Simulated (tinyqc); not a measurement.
From results to parameters: two-site tight-binding chain. Computed by the program tinyqc.

Problem. A two-site chain has site energies +delta (A) and -delta (B) and hoppings t1 > t2 > 0, so E = +/- sqrt(delta^2 + |t1 + t2 exp(-ika)|^2). Find delta, t1 and t2.

upper band at k = 0 = 5.038353 eV
upper band at the zone edge = 1.147258 eV
weight of the upper band on site A at the zone edge = 0.626388

Solution. The weight on A is (1 + delta/E)/2, which gives delta; then t1 + t2 = sqrt(E(0)^2 - delta^2) and t1 - t2 = sqrt(E(edge)^2 - delta^2).

delta, t1, t2 (eV): 0.290  3.070  1.960
